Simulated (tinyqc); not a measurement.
# Worked calculation: CMOS inverter, nodal equation and switching

tinyqc, about 0.04 s, one thread, Intel Xeon 2.30GHz (shared host): `OMP_NUM_THREADS=1 python tinyqc.py 2340002 2340003 out.jsonl` Printed values are rounded.

An n-channel pull-down (bn, VTn) and a p-channel pull-up (bp, VTp) share the input Vin and the output node Vout, which carries the load C. Transistor (EKV form, voltages against the body): I = 2 n b Vt^2 [F(vp - Vs) - F(vp - Vd)] from drain to source, F(v) = ln^2(1 + exp(v/(2 Vt))), vp = (Vg - VT + sg |Vd - Vs|)/n. n-channel bodies are at 0; for the p-channel device all voltages are counted down from Vdd. b in uA/V^2 gives I in uA. Static: In = Ip. Transient: C dVout/dt = Ip - In. No velocity saturation, no gate capacitance beyond C.

Inputs (values chosen for the exercise): temperature T = 350 K; supply voltage Vdd = 0.5 V; slope factor n = 1.27; drain-induced barrier lowering sg = 0.051; n-channel threshold VTn = 0.32 V; p-channel threshold (magnitude) VTp = 0.44 V; gain factor of the pull-down transistor bn = 300 uA/V^2; gain factor of the pull-up transistor bp = 300 uA/V^2; load capacitance C = 2.9 fF; input voltage Vin = 0.27 V; time step dt = 40 ps.

Constants: q = 1.602176634e-19 C, kB = 1.380649e-23 J/K, Vt = kB T/q. Results are converted to the units shown.

## Iteration 1: output voltage by Newton steps

Vout at the start = 0.25 V

f = In - Ip at (Vin, Vout); G = df/dVout by a central difference with +/- 1e-6 V; Vout(new) = Vout - f/G.

In = 0.159170 uA
Ip = 0.00373428 uA
G = 0.175330 uS
Vout after iteration 1 = -0.636534 V

This step lands outside the rails.

## Iteration 2: output voltage by Newton steps

As before.

In = -73.6365 uA
Ip = 0.0114949 uA
G = 246.554 uS
Vout after iteration 2 = -0.337825 V

The value that enters this step is an overshoot, farther from the solution than the start was, so its intermediate quantities are not physical.

## Course of the iteration: output voltage by Newton steps

Stop when Vout changes by less than 1e-9 V, or after 30 iterations.

Course of the iteration:
```
iteration,Vout (V),|change| (V)
1,-0.636534,0.887
2,-0.337825,0.299
3,-0.187966,0.150
4,-0.107215,0.0808
5,-0.0566874,0.0505
6,-0.0232101,0.0335
7,-0.00458881,0.0186
8,0.00111843,5.71e-3
9,0.00158192,4.63e-4
10,0.00158436,2.44e-6
11,0.00158436,6.68e-11
```

Converged in 11 iterations. At the end the number of correct digits about doubles with each step. On the way 6 iterate(s) lie more than 5 mV outside the rails, the first at -0.637 V, before the steps return.

## Transfer curve

```
point,Vin (V)
0,0
1,0.05
2,0.1
3,0.15
4,0.2
5,0.25
6,0.3
7,0.35
8,0.4
9,0.45
10,0.5
```

For each Vin solve In = Ip; gain = dVout/dVin.

```
point,Vout (V),supply current (uA),gain
0,0.499983,3.1085e-4,-0.0006
1,0.499879,0.0011247,-0.0049
2,0.498986,0.0039976,-0.0449
3,0.489353,0.013636,-0.5540
4,0.084330,0.025644,-9.6981
5,0.003977,0.0084164,-0.1878
6,0.000425,0.0024144,-0.0182
7,0.000054,6.7346e-4,-0.0021
8,0.000008,1.8531e-4,-0.0003
9,0.000001,5.0628e-5,0.0000
10,0.000000,1.3780e-5,0.0000
```

The switching point Vin = Vout lies at 0.1930 V, with a gain of -19.1. The current peaks at 0.0256 uA among the points, against 3.1e-4 and 1.4e-5 uA of leakage at the ends.

## Switching point and noise margins

VM solves In = Ip with Vin = Vout. VIL and VIH are the inputs at which the gain is -1; NML = VIL - Vout(VIH), NMH = Vout(VIL) - VIH.

VM = 0.19295 V
gain at VM = -19.070
VIL = 0.15917 V
VIH = 0.22083 V
NML = 0.14165 V
NMH = 0.26165 V

VM lies 57 mV below Vdd/2, and the high margin is the larger one. With both transistors saturated the size of the gain tends to 1/sg = 19.6; here it is 2.7 % below that.

## Step 1: one time step of the falling output

Vout at t = 0 = 0.5 V

The input steps to Vdd at t = 0; I = In - Ip. Trapezoidal rule: V(new) = V - (dt/C)[I(V) + I(V(new))]/2, solved for V(new); 1 ps uA/fF = 1 mV.

I(V) = 5.23687 uA
I(V(new)) = 5.06963 uA
Vout after step 1 = 0.428921 V

## Step 2: one time step of the falling output

As before.

I(V) = 5.06963 uA
I(V(new)) = 4.91016 uA
Vout after step 2 = 0.360095 V

## Delays and energy

For a step input the delay to Vdd/2 is tHL = C times the integral of dV/(In - Ip) from Vdd/2 to Vdd at Vin = Vdd, and tLH likewise with Ip - In from 0 to Vdd/2 at Vin = 0. Energy drawn for one full cycle of the output: C Vdd^2. Leakage power: Vdd times the mean of the supply currents at Vin = 0 and Vdd.

tHL = 146.822 ps
tLH = 585.971 ps
energy = 0.725 fJ
leakage power = 0.0811571 nW

Time steps as above cross Vdd/2 at 147 ps by linear interpolation, 0.13 % above tHL. tLH/tHL = 3.99, with bn/bp = 1.00.
